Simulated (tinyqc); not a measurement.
## Threshold of a short bulk MOSFET: charge sharing, barrier lowering, narrow width: effect of the channel doping

n-channel device on a p-type body, depletion approximation, full ionisation. Uniform doping N = Na. Vbi from Boltzmann statistics is rough for the degenerate source. Cox = eps0 eox/tox.

ni = sqrt(Nc Nv) exp(-Eg/(2 Vt)), Eg in volts; 2 pB = 2 Vt ln(N/ni); flat band Vfb - Vt ln(N/Na); Wd = sqrt(2 eps0 eps_r (2 pB - Vbs)/(q N)); body term q N Wd/Cox; long-channel VT0 = flat band + 2 pB + body term; Vbi = Vt ln(N Nsd/ni^2); scale length l = sqrt((eps_r/eox) tox Wd). Charge sharing (trapezoid; it ignores Vds): F = (xj/L)(sqrt(1 + 2 Wd/xj) - 1), lowering = body term times F. Barrier lowering: th = exp(-L/(2 l)) + 2 exp(-L/l), lowering = th [2 (Vbi - 2 pB) + Vds], DIBL = th. Narrow width: rise = body term times xw Wd/W. VT by each model = VT0 - lowering + rise. DIBL under 0.001 mV/V is printed as 0. Vfb is held fixed.

Values chosen for this exercise; band and dielectric values close to those of silicon:
- T = 350 K (temperature)
- Eg = 1.11 eV (band gap)
- eps_r = 11.8 (relative permittivity)
- Nc = 3.52e19 cm^-3 (conduction-band density of states at T)
- Nv = 3.28e19 cm^-3 (valence-band density of states at T)
- eox = 3.9 (relative permittivity of the gate insulator (close to silicon dioxide))
- tox = 5.4 nm (insulator thickness)
- Nsd = 1e20 cm^-3 (source and drain doping)
- Vfb = -0.81 V (flat-band voltage for the doping Na)
- xj = 140 nm (junction depth)
- Vbs = 0 V (body-source voltage)
- Vds = 1.2 V (drain-source voltage)
- W = 190 nm (gate width)
- xw = 1.5708 (shape factor of the fringing depletion at the width edges)
- L = 180 nm (channel length)

Constants: q = 1.602176634e-19 C, kB = 1.380649e-23 J/K, Vt = kB T/q, eps0 = 8.8541878128e-14 F/cm where lengths are in cm. Results are converted to the units shown.

Effect of the channel doping:
```
Na (cm^-3)	N (cm^-3)	VT0 (V)	L/l	F	DIBL (mV/V)	VT, charge sharing (V)	VT, barrier lowering (V)
3e17	3.0000e17	0.46476	5.7549	0.28165	62.613	0.56079	0.59048
4.8e17	4.8000e17	0.62204	6.4179	0.23267	43.662	0.71778	0.78604
7.7e17	7.7000e17	0.81704	7.1637	0.19118	29.372	0.91267	1.0113
1.2e18	1.2000e18	1.0430	7.9445	0.15842	19.541	1.1387	1.2597
2e18	2.0000e18	1.3692	8.9517	0.12710	11.640	1.4653	1.6062
3.1e18	3.1000e18	1.7210	9.9191	0.10490	7.1144	1.8177	1.9718
5e18	5.0000e18	2.2020	11.096	0.084847	3.9249	2.2995	2.4652
```

As Na goes from 3e17 to 5e18, VT0 rises from 0.465 to 2.20 V, DIBL falls from 62.6 to 3.92 mV/V, F falls from 0.282 to 0.0848 and VT by barrier lowering rises from 0.590 to 2.47 V. For Na = 3.1e18, 5e18 the mean doping exceeds 3e18 cm^-3, where junction tunnelling and confinement, left out, matter.

Program tinyqc, `OMP_NUM_THREADS=1 python tinyqc.py 2002079 2002080 out.jsonl`; Intel Xeon 2.30GHz, shared host, one thread, about 0.01 s.
